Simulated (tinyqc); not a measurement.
Inside a calculation. Model: gate-all-around wire, scale length and short-channel effects.

Numbers from tinyqc (`OMP_NUM_THREADS=1 python tinyqc.py 2420002 2420003 out.jsonl`; about 0.01 s on one thread of a shared Intel Xeon 2.30GHz). Printed values are rounded.

A round wire of diameter ts in an insulator shell of thickness ti under a surrounding gate. Below threshold the potential that source and drain add obeys Laplace's equation and vanishes on the gate. Its lowest mode decays along the channel as exp(-k y); k is the smallest positive root of the matching condition at the interface, and the scale length is Lambda = pi/k.

Values chosen for this exercise; permittivities: semiconductor close to that of germanium, insulator close to that of silicon dioxide:
- T = 400 K (temperature)
- eps_r = 15.9 (relative permittivity of the semiconductor)
- ei = 3.93 (relative permittivity of the insulator)
- ti = 2.1 nm (insulator thickness)
- ts = 12.8 nm (wire diameter)
- L = 25 nm (channel length)
- Vbi = 1.02 V (potential of the source)
- sT = 0.52 V (potential of the barrier top at threshold)
- VTL = 0.48 V (long-channel threshold)
- m = 1 (long-channel body factor)
- Vds = 0.8 V (drain voltage)

Constants: q = 1.602176634e-19 C, kB = 1.380649e-23 J/K, Vt = kB T/q. Results are converted to the units shown.

Range of the model: L is under 1.6 Lambda, where higher modes, left out of the one-mode potential, begin to count.

## Scan of the matching condition

k, point 0 to 7 (1/nm): 0.03375  0.0675  0.10125  0.135  0.16875  0.2025  0.23625  0.27

f(k) = ei J0(u)[J1(u) Y0(v) - Y1(u) J0(v)] - eps_r J1(u)[J0(u) Y0(v) - Y0(u) J0(v)], u = k ts/2, v = u + k ti.

f(k), point 0 to 7: 11.1139  4.8698  2.5190  1.1798  0.2852  -0.3486  -0.7982  -1.1021

The first change of sign lies between k = 0.16875 and 0.2025 1/nm.

## Iteration 1: decay constant by Newton steps

k at the start = 0.168750 1/nm

f(k) = ei J0(u)[J1(u) Y0(v) - Y1(u) J0(v)] - eps_r J1(u)[J0(u) Y0(v) - Y0(u) J0(v)], u = k ts/2, v = u + k ti; f' by a central difference with +/- 1e-5 1/nm; k(new) = k - f/f'.

f = 0.285189
f' = -22.1105 nm
k after iteration 1 = 0.181648 1/nm

## Iteration 2: decay constant by Newton steps

As before.

f = 0.0176094
f' = -19.4440 nm
k after iteration 2 = 0.182554 1/nm

## Course of the iteration: decay constant by Newton steps

Stop when k changes by less than 1e-10 1/nm, or after 30 iterations.

Course of the iteration:
```
iteration	k (1/nm)	|change| (1/nm)
1	0.181648	0.0129
2	0.182554	9.06e-4
3	0.182558	4.09e-6
4	0.182558	8.26e-11
```

Converged in 4 iterations. At the end the number of correct digits about doubles with each step.

## Scale length against simple estimates

k = 0.182558 1/nm

Lambda = pi/k and l = 1/k. A parabolic potential across the structure gives l(parabolic) = sqrt([2 eps_r ts^2 ln(1 + 2 ti/ts) + ei ts^2]/(16 ei)).

Lambda = 17.2087 nm
l = 5.47771 nm
l(parabolic) = 5.80969 nm

The parabolic estimate is 6.1 % above l.

## Threshold shift, barrier position and swing

Along the channel psi(y) = s + a exp(y/l) + b exp(-y/l) with psi(0) = Vbi, psi(L) = Vbi + Vds and l = 1/k = Lambda/pi; with A = Vbi - s, B = A + Vds, x = exp(-L/l): a = (B - A x) x/(1 - x^2), b = (A - B x)/(1 - x^2). The minimum is s + 2 sqrt(a b), at y = (l/2) ln(b/a). The long-channel potential follows the gate as s = sT + (Vg - VTL)/m, and the threshold VT is the gate voltage at which the minimum equals sT. Swing = m Vt ln 10/g at threshold, g = d(minimum)/ds = 1 - (b x + a)/((1 + x) sqrt(a b)).

s at threshold = 0.311852 V
a = 0.0156409 V
b = 0.692507 V
position of the minimum = 10.3814 nm
VT = 0.271852 V
swing = 101.411 mV/decade

The threshold lies 208 mV below the long-channel value, and the barrier top sits at 0.42 L from the source.
